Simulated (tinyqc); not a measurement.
Full law against its linear and parabolic limits: Deal-Grove kinetics of thermal oxidation of silicon. Computed by tinyqc, a small Python program. Command: `OMP_NUM_THREADS=1 python tinyqc.py 3003256 3003257 out.jsonl oxide walk`. One thread of a shared host (Intel(R) Xeon(R) Processor @ 2.30GHz), about 0.02 s of CPU time with the checks.

Oxidant diffuses through the oxide and reacts at the interface, so that dx/dt = B/(A + 2x) for the oxide thickness x.

Inputs (values chosen for the exercise, close to those used for silicon):

| quantity | value | unit |
|---|---|---|
| prefactor B0 | 416 | um^2/h |
| activation energy E_B | 0.77 | eV |
| prefactor (B/A)0 | 8.41e+07 | um/h |
| activation energy E_A | 2.06 | eV |
| temperature T | 950 | C |
| oxidant pressure p | 0.1 | atm |
| pressure exponent m of B/A | 1 | - |
| initial oxide x_i | 0.025 | um |
| time t | 0.51 | h |

Ambient: steam. Surface: (100).

Constants: k_B = 8.617333262e-05 eV/K.

Method:
- B = B0 p exp(-E_B/(k_B T)), B/A = (B/A)0 p^m exp(-E_A/(k_B T)), p in atm; A = B/(B/A).
- Temperatures in kelvin are T(C) + 273.15.
- tau = (x_i^2 + A x_i)/B and x = (A/2) [sqrt(1 + 4 B (t + tau)/A^2) - 1], the root of x^2 + A x = B (t + tau).
- Silicon consumed is 0.44 times the oxide grown; the rate is B/(A + 2x).
- Linear limit x = (B/A)(t + tau); parabolic limit x = sqrt(B (t + tau)).

tau = 0.936509 h

length A = 1.02216 um

parabolic constant B = 0.0279538 um^2/h

linear constant B/A = 0.0273478 um/h

Thickness (um):

| t (h) | full | linear limit | parabolic limit | 2x/A |
|---|---|---|---|---|
| 0.05 | 0.02630 | 0.02698 | 0.16606 | 0.0515 |
| 0.1 | 0.02760 | 0.02835 | 0.17022 | 0.0540 |
| 0.25 | 0.03148 | 0.03245 | 0.18212 | 0.0616 |
| 0.5 | 0.03788 | 0.03929 | 0.20039 | 0.0741 |
| 1 | 0.05047 | 0.05296 | 0.23266 | 0.0987 |
| 2 | 0.07483 | 0.08031 | 0.28651 | 0.1464 |
| 4 | 0.12074 | 0.13500 | 0.37148 | 0.2362 |
| 8 | 0.20377 | 0.24439 | 0.49981 | 0.3987 |
| 16 | 0.34603 | 0.46318 | 0.68807 | 0.6771 |
| 32 | 0.57607 | 0.90074 | 0.95953 | 1.1272 |

What follows from these numbers?

Both limits lie above the full result, since each drops one resistance. The linear law overshoots by 2.6 % in the first row and 56 % in the last, the parabolic law by 530 % and 67 %. The linear law is the better one in every row, as 2x/A stays below 1.24.
